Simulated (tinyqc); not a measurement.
## Van der Pauw, Hall and four-point-probe measurements on a doped layer: correction factor against the shape of the sample

A uniform n-type layer with sheet resistance Rs = 1/(q ns mu), point contacts, low field (mu B small).

Rs = 1/(q ns mu). For a rectangle with contacts at the corners, RA = (8 Rs/pi) sum_(k>=0) ln coth((2k + 1) pi a/(2 b)) with current along a short side b and voltage along the opposite one, RB the same with a and b exchanged. ar = a/b. F = Rs/[(pi/ln 2)(RA + RB)/2]; small-asymmetry estimate 1 - (ln 2/2) d^2 - ((ln 2)^2/4 - (ln 2)^3/12) d^4 with d = (RB - RA)/(RB + RA).

Values chosen for this exercise:
```
symbol   value        unit                     meaning
ns      6.8e11       cm^-2  sheet density of the layer
mu        1700  cm^2/(V s)              drift mobility
```

Constants: q = 1.602176634e-19 C. Results are converted to the units shown.

Results:
```
ar	RA (ohm)	RB (ohm)	RB/RA	F	estimate of F
1	1191.3	1191.3	1.0000	1.0000	1.0000
1.14	766.23	1757.2	2.2933	0.94416	0.94436
1.29	478.00	2432.7	5.0894	0.81853	0.82491
1.43	307.83	3107.2	10.094	0.69766	0.72542
1.57	198.27	3809.8	19.215	0.59443	0.65773
1.71	127.71	4531.0	35.479	0.51141	0.61668
2	51.351	6059.0	117.99	0.38992	0.57867
```

Estimate the missing row, ar = 1.86.

Computed row:
```
ar	RA (ohm)	RB (ohm)	RB/RA	F	estimate of F
1.86	79.720	5317.2	66.699	0.44146	0.59168
```

With this row back in the table: RB/RA rises from 1.00 to 118 and F falls from 1.00 to 0.390. The estimate is 0.78 % above F at a/b = 1.29 and 48 % above it in the last row. RA shrinks about as exp(-pi a/b): by a factor of 1.55 between the last two rows, against 1.55.

tinyqc, about 0.01 s, one thread, Intel Xeon 2.30GHz (shared host): `OMP_NUM_THREADS=1 python tinyqc.py 2850110 2850111 out.jsonl`
